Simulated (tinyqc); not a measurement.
Worked calculation (part 1 of 2): RKS/BP86 in the sto-6g basis, for BeH2, spin multiplicity 1. Computed by tinyqc, a small Python program that keeps every step (integrals from PySCF). Settings: charge = 0, multiplicity = 1, basis = sto-6g, energy threshold = 1e-10, iteration cap = 54, orthogonalisation = symmetric, start = random, DIIS depth = 8, DIIS from iteration = 2, method = RKS, functional = b88,p86, grid = [15, 26]. Command: `OMP_NUM_THREADS=1 python tinyqc.py 29143 29144 out.jsonl` (the two numbers bound the seeds that draw the settings). One thread of a shared host (Intel(R) Xeon(R) Processor @ 2.60GHz), about 0.6 s of CPU time with the checks. Later iterations appear only in the table of the cycle.

## One-electron integrals

Geometry (angstrom):
```
atom,x,y,z
Be,0.000000,0.000000,0.000000
H,0.000000,1.442000,0.000000
H,0.000000,-1.502000,0.000000
```

Basis sto-6g: exponents (1/bohr^2) and contraction coefficients of normalised primitives:
```
element,l (shell),exponent,coefficient
Be,s (1),312.870494,0.009164
Be,s (1),57.364463,0.049361
Be,s (1),16.048509,0.168538
Be,s (1),5.513096,0.370563
Be,s (1),2.140897,0.416492
Be,s (1),0.881739,0.130334
Be,s (2),13.633247,-0.013253
Be,s (2),2.698375,-0.046992
Be,s (2),0.838653,-0.033785
Be,s (2),0.322660,0.250242
Be,s (2),0.140131,0.595117
Be,s (2),0.064233,0.240706
Be,p (3),13.633247,0.003760
Be,p (3),2.698375,0.037679
Be,p (3),0.838653,0.173897
Be,p (3),0.322660,0.418036
Be,p (3),0.140131,0.425860
Be,p (3),0.064233,0.101708
H,s (1),35.523221,0.009164
H,s (1),6.513144,0.049361
H,s (1),1.822143,0.168538
H,s (1),0.625955,0.370563
H,s (1),0.243077,0.416492
H,s (1),0.100112,0.130334
```

Overlap, kinetic and nuclear-attraction integrals over the contracted functions; the nuclear repulsion is the sum of Za Zb / Rab.

nuclear repulsion = 3.05690586 hartree

overlap S:
```
,1Be 1s,1Be 2s,1Be 2px,1Be 2py,1Be 2pz,2H 1s,3H 1s
1Be 1s,1.000000,0.254764,0.000000,0.000000,0.000000,0.057496,0.050296
1Be 2s,0.254764,1.000000,0.000000,0.000000,0.000000,0.420262,0.397192
1Be 2px,0.000000,0.000000,1.000000,0.000000,0.000000,0.000000,0.000000
1Be 2py,0.000000,0.000000,0.000000,1.000000,0.000000,0.494841,-0.475765
1Be 2pz,0.000000,0.000000,0.000000,0.000000,1.000000,0.000000,0.000000
2H 1s,0.057496,0.420262,0.000000,0.494841,0.000000,1.000000,0.023989
3H 1s,0.050296,0.397192,0.000000,-0.475765,0.000000,0.023989,1.000000
```

kinetic energy T (hartree):
```
,1Be 1s,1Be 2s,1Be 2px,1Be 2py,1Be 2pz,2H 1s,3H 1s
1Be 1s,6.768753,-0.207382,0.000000,0.000000,0.000000,-0.013730,-0.013171
1Be 2s,-0.207382,0.220121,0.000000,0.000000,0.000000,0.054353,0.046611
1Be 2px,0.000000,0.000000,0.661265,0.000000,0.000000,0.000000,0.000000
1Be 2py,0.000000,0.000000,0.000000,0.661265,0.000000,0.161077,-0.143763
1Be 2pz,0.000000,0.000000,0.000000,0.000000,0.661265,0.000000,0.000000
2H 1s,-0.013730,0.054353,0.000000,0.161077,0.000000,0.768522,-0.006122
3H 1s,-0.013171,0.046611,0.000000,-0.143763,0.000000,-0.006122,0.768522
```

nuclear attraction V (hartree):
```
,1Be 1s,1Be 2s,1Be 2px,1Be 2py,1Be 2pz,2H 1s,3H 1s
1Be 1s,-15.434081,-1.833979,0.000000,-0.001279,0.000000,-0.451843,-0.393681
1Be 2s,-1.833979,-2.986936,0.000000,-0.006805,0.000000,-1.192634,-1.105955
1Be 2px,0.000000,0.000000,-2.919292,0.000000,0.000000,0.000000,0.000000
1Be 2py,-0.001279,-0.006805,0.000000,-3.121951,0.000000,-1.377644,1.297376
1Be 2pz,0.000000,0.000000,0.000000,0.000000,-2.919292,0.000000,0.000000
2H 1s,-0.451843,-1.192634,0.000000,-1.377644,0.000000,-2.879735,-0.076110
3H 1s,-0.393681,-1.105955,0.000000,1.297376,0.000000,-0.076110,-2.822982
```

core Hamiltonian H = T + V (hartree):
```
,1Be 1s,1Be 2s,1Be 2px,1Be 2py,1Be 2pz,2H 1s,3H 1s
1Be 1s,-8.665328,-2.041361,0.000000,-0.001279,0.000000,-0.465573,-0.406852
1Be 2s,-2.041361,-2.766815,0.000000,-0.006805,0.000000,-1.138281,-1.059344
1Be 2px,0.000000,0.000000,-2.258027,0.000000,0.000000,0.000000,0.000000
1Be 2py,-0.001279,-0.006805,0.000000,-2.460686,0.000000,-1.216567,1.153613
1Be 2pz,0.000000,0.000000,0.000000,0.000000,-2.258027,0.000000,0.000000
2H 1s,-0.465573,-1.138281,0.000000,-1.216567,0.000000,-2.111213,-0.082232
3H 1s,-0.406852,-1.059344,0.000000,1.153613,0.000000,-0.082232,-2.054460
```

## Two-electron integrals

Functions are numbered as in S; the eight-fold symmetry (ij|kl) = (ji|kl) = (kl|ij) leaves the list below.

Two-electron integrals (ij|kl) in chemists' order, unique and non-zero (hartree):
```
i,j,k,l,(ij|kl)
1,1,1,1,2.299996
2,1,1,1,0.361879
2,1,2,1,0.071926
2,2,1,1,0.570332
2,2,2,1,0.139654
2,2,2,2,0.417773
3,1,3,1,0.015252
3,2,3,1,0.022555
3,2,3,2,0.092340
3,3,1,1,0.570332
3,3,2,1,0.139654
3,3,2,2,0.417773
3,3,3,3,0.450117
4,1,4,1,0.015252
4,2,4,1,0.022555
4,2,4,2,0.092340
4,3,4,3,0.024258
4,4,1,1,0.570332
4,4,2,1,0.139654
4,4,2,2,0.417773
4,4,3,3,0.401601
4,4,4,4,0.450117
5,1,5,1,0.015252
5,2,5,1,0.022555
5,2,5,2,0.092340
5,3,5,3,0.024258
5,4,5,4,0.024258
5,5,1,1,0.570332
5,5,2,1,0.139654
5,5,2,2,0.417773
5,5,3,3,0.401601
5,5,4,4,0.401601
5,5,5,5,0.450117
6,1,1,1,0.083966
6,1,2,1,0.016204
6,1,2,2,0.031326
6,1,3,3,0.031067
6,1,4,1,0.001603
6,1,4,2,0.003105
6,1,4,4,0.031843
6,1,5,5,0.031067
6,1,6,1,0.003861
6,2,1,1,0.198110
6,2,2,1,0.049259
6,2,2,2,0.159980
6,2,3,3,0.153990
6,2,4,1,0.006878
6,2,4,2,0.040199
6,2,4,4,0.171960
6,2,5,5,0.153990
6,2,6,1,0.012263
6,2,6,2,0.090649
6,3,3,1,0.004794
6,3,3,2,0.021710
6,3,4,3,0.007007
6,3,6,3,0.008402
6,4,1,1,0.211927
6,4,2,1,0.053371
6,4,2,2,0.181163
6,4,3,3,0.170523
6,4,4,1,0.011135
6,4,4,2,0.062693
6,4,4,4,0.202442
6,4,5,5,0.170523
6,4,6,1,0.013953
6,4,6,2,0.116875
6,4,6,4,0.155701
6,5,5,1,0.004794
6,5,5,2,0.021710
6,5,5,4,0.007007
6,5,6,5,0.008402
6,6,1,1,0.364737
6,6,2,1,0.092546
6,6,2,2,0.335294
6,6,3,3,0.311096
6,6,4,1,0.015322
6,6,4,2,0.114594
6,6,4,4,0.383689
6,6,5,5,0.311096
6,6,6,1,0.023861
6,6,6,2,0.240686
6,6,6,4,0.329583
6,6,6,6,0.774999
7,1,1,1,0.073248
7,1,2,1,0.014146
7,1,2,2,0.027386
7,1,3,3,0.027159
7,1,4,1,-0.001401
7,1,4,2,-0.002728
7,1,4,4,0.027838
7,1,5,5,0.027159
7,1,6,1,0.003051
7,1,6,2,0.008874
7,1,6,4,0.009234
7,1,6,6,0.016429
7,1,7,1,0.002943
7,2,1,1,0.182774
7,2,2,1,0.045505
7,2,2,2,0.148998
7,2,3,3,0.143302
7,2,4,1,-0.006335
7,2,4,2,-0.037850
7,2,4,4,0.160390
7,2,5,5,0.143302
7,2,6,1,0.009383
7,2,6,2,0.044116
7,2,6,4,0.045442
7,2,6,6,0.086548
7,2,7,1,0.009916
7,2,7,2,0.080380
7,3,3,1,0.004296
7,3,3,2,0.019775
7,3,4,3,-0.006493
7,3,6,3,0.003159
7,3,7,3,0.007185
7,4,1,1,-0.198960
7,4,2,1,-0.050146
7,4,2,2,-0.171479
7,4,3,3,-0.161411
7,4,4,1,0.010216
7,4,4,2,0.058918
7,4,4,4,-0.191616
7,4,5,5,-0.161411
7,4,6,1,-0.009957
7,4,6,2,-0.046455
7,4,6,4,-0.046080
7,4,6,6,-0.089863
7,4,7,1,-0.011447
7,4,7,2,-0.105095
7,4,7,4,0.141571
7,5,5,1,0.004296
7,5,5,2,0.019775
7,5,5,4,-0.006493
7,5,6,5,0.003159
7,5,7,5,0.007185
7,6,1,1,0.013800
7,6,2,1,0.003342
7,6,2,2,0.009987
7,6,3,3,0.009791
7,6,4,1,-0.000007
7,6,4,2,-0.000054
7,6,4,4,0.010378
7,6,5,5,0.009791
7,6,6,1,0.000754
7,6,6,2,0.003994
7,6,6,4,0.004634
7,6,6,6,0.008861
7,6,7,1,0.000661
7,6,7,2,0.003788
7,6,7,4,-0.004488
7,6,7,6,0.000245
7,7,1,1,0.350639
7,7,2,1,0.089043
7,7,2,2,0.325958
7,7,3,3,0.302575
7,7,4,1,-0.014297
7,7,4,2,-0.110638
7,7,4,4,0.372725
7,7,5,5,0.302575
7,7,6,1,0.018139
7,7,6,2,0.090739
7,7,6,4,0.092274
7,7,6,6,0.179729
7,7,7,1,0.020034
7,7,7,2,0.225336
7,7,7,4,-0.312290
7,7,7,6,0.008861
7,7,7,7,0.774999
```

## Orthogonalisation

S = U s U^T; symmetric (Loewdin) form X = U s^(-1/2) U^T, so that X^T S X = 1.

eigenvalues of S: 0.299692  0.405589  0.947942  1.000000  1.000000  1.658098  1.688678

X:
```
,1Be 1s,1Be 2s,1Be 2px,1Be 2py,1Be 2pz,2H 1s,3H 1s
1Be 1s,1.027261,-0.148035,0.000000,-0.000216,0.000000,0.017834,0.018663
1Be 2s,-0.148035,1.197085,0.000000,0.015550,0.000000,-0.276355,-0.247892
1Be 2px,0.000000,0.000000,1.000000,0.000000,0.000000,0.000000,0.000000
1Be 2py,-0.000216,0.015550,0.000000,1.288305,0.000000,-0.383430,0.358473
1Be 2pz,0.000000,0.000000,0.000000,0.000000,1.000000,0.000000,0.000000
2H 1s,0.017834,-0.276355,0.000000,-0.383430,0.000000,1.243886,-0.077986
3H 1s,0.018663,-0.247892,0.000000,0.358473,0.000000,-0.077986,1.213567
```

## Starting guess

The start is random orthonormal orbitals; D = 2 C_occ C_occ^T.

D at the start:
```
,1Be 1s,1Be 2s,1Be 2px,1Be 2py,1Be 2pz,2H 1s,3H 1s
1Be 1s,1.489786,-1.562386,-0.154973,-0.391184,-0.160212,0.700532,0.357127
1Be 2s,-1.562386,1.808773,0.167267,0.212278,-0.276516,-0.998561,-0.406386
1Be 2px,-0.154973,0.167267,0.391388,-0.440863,0.288016,-0.285037,-0.721207
1Be 2py,-0.391184,0.212278,-0.440863,0.937008,0.198929,0.382820,0.810204
1Be 2pz,-0.160212,-0.276516,0.288016,0.198929,1.392549,0.458794,-0.471941
2H 1s,0.700532,-0.998561,-0.285037,0.382820,0.458794,0.850267,0.590301
3H 1s,0.357127,-0.406386,-0.721207,0.810204,-0.471941,0.590301,1.335713
```

## Iteration 1: exchange-correlation on the grid

Becke grid with 15 radial and 26 angular points per atom, points of zero weight dropped. rho = sum D_ij phi_i phi_j; V_xc,ij = sum w v_xc phi_i phi_j plus the gradient terms; v_xc is d(rho eps)/d rho at fixed gradient.

The 8 grid points with the largest w rho, of 1150 (bohr, atomic units):
```
x,y,z,w,rho,|grad rho|^2,eps_xc,v_xc
0.000000,0.000000,-2.045816,1.841881,0.053067,0.004774,-0.333772,-0.417188
0.000000,0.000000,-2.883809,4.711817,0.015557,0.000624,-0.239129,-0.279808
0.000000,0.000000,2.045816,1.841881,0.037646,0.002454,-0.302219,-0.374238
0.000000,0.000000,-1.400000,0.658567,0.104560,0.005875,-0.403514,-0.522098
-1.446611,0.000000,-1.446611,1.473505,0.044762,0.003605,-0.318060,-0.394935
0.000000,1.446611,1.446611,1.262110,0.050656,0.003689,-0.328181,-0.412281
0.000000,-1.446611,-1.446611,1.303623,0.043780,0.003351,-0.315802,-0.392404
-1.446611,1.446611,0.000000,1.262110,0.044737,0.003285,-0.317330,-0.395564
```

electrons on the grid, sum of w rho = 5.985167

E_xc = sum of w rho eps_xc = -2.82537228 hartree

V_xc (hartree):
```
,1Be 1s,1Be 2s,1Be 2px,1Be 2py,1Be 2pz,2H 1s,3H 1s
1Be 1s,-1.305795,-0.160801,0.005601,0.003752,0.009023,-0.039873,-0.034535
1Be 2s,-0.160801,-0.344226,0.001355,-0.029221,0.022623,-0.159965,-0.127981
1Be 2px,0.005601,0.001355,-0.318502,0.019873,-0.014832,0.005570,-0.001036
1Be 2py,0.003752,-0.029221,0.019873,-0.352179,-0.022916,-0.194938,0.152884
1Be 2pz,0.009023,0.022623,-0.014832,-0.022916,-0.361670,-0.000817,0.013052
2H 1s,-0.039873,-0.159965,0.005570,-0.194938,-0.000817,-0.436625,-0.008850
3H 1s,-0.034535,-0.127981,-0.001036,0.152884,0.013052,-0.008850,-0.410280
```

## Iteration 1: building the Kohn-Sham matrix

J_ij = sum D_kl (ij|kl); F = H + J + V_xc; E = tr D H + tr D J / 2 + E_xc + E_nn.

Coulomb J (hartree):
```
,1Be 1s,1Be 2s,1Be 2px,1Be 2py,1Be 2pz,2H 1s,3H 1s
1Be 1s,5.139542,1.005583,-0.006111,0.009304,-0.017017,0.231869,0.199554
1Be 2s,1.005583,2.521634,-0.017000,0.067503,-0.057039,1.029508,0.904753
1Be 2px,-0.006111,-0.017000,2.468819,-0.016018,0.013973,-0.009747,-0.001156
1Be 2py,0.009304,0.067503,-0.016018,2.578695,0.022209,1.197729,-1.048999
1Be 2pz,-0.017017,-0.057039,0.013973,0.022209,2.517391,-0.006026,-0.018779
2H 1s,0.231869,1.029508,-0.009747,1.197729,-0.006026,2.322179,0.061762
3H 1s,0.199554,0.904753,-0.001156,-1.048999,-0.018779,0.061762,2.125384
```

Kohn-Sham matrix F (hartree):
```
,1Be 1s,1Be 2s,1Be 2px,1Be 2py,1Be 2pz,2H 1s,3H 1s
1Be 1s,-4.831581,-1.196579,-0.000510,0.011777,-0.007994,-0.273578,-0.241833
1Be 2s,-1.196579,-0.589407,-0.015644,0.031477,-0.034415,-0.268738,-0.282573
1Be 2px,-0.000510,-0.015644,-0.107709,0.003855,-0.000859,-0.004177,-0.002191
1Be 2py,0.011777,0.031477,0.003855,-0.234170,-0.000707,-0.213776,0.257499
1Be 2pz,-0.007994,-0.034415,-0.000859,-0.000707,-0.102305,-0.006843,-0.005728
2H 1s,-0.273578,-0.268738,-0.004177,-0.213776,-0.006843,-0.225659,-0.029319
3H 1s,-0.241833,-0.282573,-0.002191,0.257499,-0.005728,-0.029319,-0.339355
```

total energy of this density = -10.22238490 hartree

## Iteration 1: diagonalisation and new density

Diagonalise F' = X^T F X, C = X C', fill 3 alpha and 3 beta electrons from the bottom; D = 2 C_occ C_occ^T. Each column has its largest component positive (the first on a tie).

F' = X^T F X (hartree):
```
,1,2,3,4,5,6,7
1,-4.764121,-0.548177,0.001675,0.011753,-0.003346,-0.059481,-0.040819
2,-0.548177,-0.262228,-0.016894,0.038111,-0.036715,-0.166136,-0.139399
3,0.001675,-0.016894,-0.107709,0.005540,-0.000859,-0.002189,0.002917
4,0.011753,0.038111,0.005540,-0.007181,-0.000873,-0.230351,0.225719
5,-0.003346,-0.036715,-0.000859,-0.000873,-0.102305,0.001574,0.001712
6,-0.059481,-0.166136,-0.002189,-0.230351,0.001574,-0.027769,-0.062110
7,-0.040819,-0.139399,0.002917,0.225719,0.001712,-0.062110,-0.172506
```

orbital energies (hartree): MO1 -4.831994, MO2 -0.415089, MO3 -0.320743, MO4 -0.109626, MO5 -0.103997, MO6 0.022400, MO7 0.315230

coefficients C:
```
,MO1,MO2,MO3,MO4,MO5,MO6,MO7
1Be 1s,1.002351,-0.158835,-0.118306,-0.016595,-0.013927,-0.179501,-0.034977
1Be 2s,-0.010911,0.506075,0.417489,0.131467,0.104134,1.033030,0.259197
1Be 2px,0.000081,0.034128,0.030039,0.883542,-0.455710,-0.097638,0.009069
1Be 2py,-0.004205,-0.258838,0.427377,-0.066141,-0.030691,-0.297063,1.261850
1Be 2pz,0.001624,0.063330,0.072191,0.425737,0.877302,-0.199118,-0.014677
2H 1s,0.005209,0.091085,0.475585,-0.138220,-0.127742,-0.577042,-1.083576
3H 1s,0.001698,0.557290,-0.215699,-0.181822,-0.122422,-0.880602,0.698942
```

D after iteration 1:
```
,1Be 1s,1Be 2s,1Be 2px,1Be 2py,1Be 2pz,2H 1s,3H 1s
1Be 1s,2.087866,-0.281420,-0.017786,-0.027327,-0.033944,-0.131022,-0.122593
1Be 2s,-0.281420,0.861055,0.059623,0.094959,0.124342,0.489181,0.383920
1Be 2px,-0.017786,0.059623,0.004134,0.008008,0.008660,0.034790,0.025079
1Be 2py,-0.027327,0.094959,0.008008,0.499331,0.028907,0.359312,-0.472879
1Be 2pz,-0.033944,0.124342,0.008660,0.028907,0.018450,0.080220,0.039449
2H 1s,-0.131022,0.489181,0.034790,0.359312,0.080220,0.469010,-0.103627
3H 1s,-0.122593,0.383920,0.025079,-0.472879,0.039449,-0.103627,0.714203
```

## Iteration 2: exchange-correlation on the grid

As before.

The 8 grid points with the largest w rho, of 1150 (bohr, atomic units):
```
x,y,z,w,rho,|grad rho|^2,eps_xc,v_xc
0.000000,1.400000,0.000000,0.572774,0.096516,0.000778,-0.392228,-0.511549
0.000000,-1.400000,0.000000,0.596167,0.085558,0.001138,-0.378308,-0.492495
0.000000,-2.045816,0.000000,0.342556,0.139697,0.027060,-0.443508,-0.567625
0.000000,1.446611,1.446611,1.262110,0.033496,0.001986,-0.292373,-0.360543
1.446611,1.446611,0.000000,1.262110,0.030824,0.001812,-0.286100,-0.350625
0.000000,-0.312022,0.000000,0.011598,3.290661,589.052005,-1.268437,-1.441904
0.000000,0.000000,-0.312022,0.011598,3.274014,593.177423,-1.268201,-1.437766
0.000000,0.312022,0.000000,0.011598,3.271404,585.634429,-1.266899,-1.438378
```

electrons on the grid, sum of w rho = 6.011458

E_xc = sum of w rho eps_xc = -3.60528285 hartree

V_xc (hartree):
```
,1Be 1s,1Be 2s,1Be 2px,1Be 2py,1Be 2pz,2H 1s,3H 1s
1Be 1s,-1.500958,-0.188258,-0.001050,-0.000906,-0.002228,-0.046598,-0.040375
1Be 2s,-0.188258,-0.319265,-0.007402,-0.004454,-0.015344,-0.155634,-0.148176
1Be 2px,-0.001050,-0.007402,-0.286199,-0.000289,0.000107,-0.001559,-0.001251
1Be 2py,-0.000906,-0.004454,-0.000289,-0.385455,-0.001522,-0.195311,0.190193
1Be 2pz,-0.002228,-0.015344,0.000107,-0.001522,-0.286084,-0.003440,-0.002385
2H 1s,-0.046598,-0.155634,-0.001559,-0.195311,-0.003440,-0.437067,-0.008988
3H 1s,-0.040375,-0.148176,-0.001251,0.190193,-0.002385,-0.008988,-0.460554
```

## Iteration 2: building the Kohn-Sham matrix

As before.

Coulomb J (hartree):
```
,1Be 1s,1Be 2s,1Be 2px,1Be 2py,1Be 2pz,2H 1s,3H 1s
1Be 1s,6.440455,1.175715,0.002696,0.000554,0.005682,0.271142,0.236736
1Be 2s,1.175715,2.626296,0.012711,-0.009504,0.026476,1.042215,0.993556
1Be 2px,0.002696,0.012711,2.562769,0.000550,0.000420,0.003274,0.002681
1Be 2py,0.000554,-0.009504,0.000550,2.752658,0.002014,1.202971,-1.175517
1Be 2pz,0.005682,0.026476,0.000420,0.002014,2.563464,0.007076,0.005324
2H 1s,0.271142,1.042215,0.003274,1.202971,0.007076,2.321178,0.065390
3H 1s,0.236736,0.993556,0.002681,-1.175517,0.005324,0.065390,2.385111
```

Kohn-Sham matrix F (hartree):
```
,1Be 1s,1Be 2s,1Be 2px,1Be 2py,1Be 2pz,2H 1s,3H 1s
1Be 1s,-3.725831,-1.053904,0.001646,-0.001632,0.003454,-0.241029,-0.210491
1Be 2s,-1.053904,-0.459785,0.005309,-0.020763,0.011131,-0.251700,-0.213964
1Be 2px,0.001646,0.005309,0.018544,0.000262,0.000528,0.001715,0.001431
1Be 2py,-0.001632,-0.020763,0.000262,-0.093483,0.000492,-0.208906,0.168289
1Be 2pz,0.003454,0.011131,0.000528,0.000492,0.019353,0.003636,0.002939
2H 1s,-0.241029,-0.251700,0.001715,-0.208906,0.003636,-0.227102,-0.025830
3H 1s,-0.210491,-0.213964,0.001431,0.168289,0.002939,-0.025830,-0.129902
```

total energy of this density = -15.81833282 hartree

## Iteration 2: diagonalisation and new density

As before.

F' = X^T F X (hartree):
```
,1,2,3,4,5,6,7
1,-3.635810,-0.574111,0.000963,0.001125,0.002020,-0.035817,-0.025530
2,-0.574111,-0.137806,0.005287,-0.006085,0.011088,-0.165636,-0.153713
3,0.000963,0.005287,0.018544,0.000275,0.000528,0.000484,0.000411
4,0.001125,-0.006085,0.000275,0.163365,0.000466,-0.260297,0.240331
5,0.002020,0.011088,0.000528,0.000466,0.019353,0.001090,0.000765
6,-0.035817,-0.165636,0.000484,-0.260297,0.001090,-0.028145,-0.066645
7,-0.025530,-0.153713,0.000411,0.240331,0.000765,-0.066645,0.052323
```

orbital energies (hartree): MO1 -3.729337, MO2 -0.288895, MO3 -0.213662, MO4 0.018283, MO5 0.019549, MO6 0.167730, MO7 0.478155

coefficients C:
```
,MO1,MO2,MO3,MO4,MO5,MO6,MO7
1Be 1s,0.990922,-0.174272,-0.126003,-0.000079,0.005181,-0.222723,0.006373
1Be 2s,0.036385,0.453118,0.374992,0.000535,-0.036461,1.115511,-0.006104
1Be 2px,-0.000482,-0.010868,-0.009237,0.896488,0.442314,0.021564,0.000263
1Be 2py,0.000922,0.235963,-0.396552,-0.000107,-0.007642,0.094345,1.309046
1Be 2pz,-0.001010,-0.022805,-0.019292,-0.443068,0.894847,0.045244,0.000194
2H 1s,-0.006460,0.604876,-0.180835,-0.000601,0.050986,-0.782914,-0.873424
3H 1s,-0.005975,0.094616,0.549115,-0.000840,0.050543,-0.730073,0.907221
```

D after iteration 2:
```
,1Be 1s,1Be 2s,1Be 2px,1Be 2py,1Be 2pz,2H 1s,3H 1s
1Be 1s,2.056348,-0.180322,0.005161,0.019517,0.010808,-0.178057,-0.183199
1Be 2s,-0.180322,0.694517,-0.016812,-0.083502,-0.035209,0.412067,0.497136
1Be 2px,0.005161,-0.016812,0.000407,0.002196,0.000853,-0.009800,-0.012195
1Be 2py,0.019517,-0.083502,0.002196,0.425865,0.004536,0.428865,-0.390864
1Be 2pz,0.010808,-0.035209,0.000853,0.004536,0.001787,-0.020598,-0.025490
2H 1s,-0.178057,0.412067,-0.009800,0.428865,-0.020598,0.797235,-0.084059
3H 1s,-0.183199,0.497136,-0.012195,-0.390864,-0.025490,-0.084059,0.621029
```
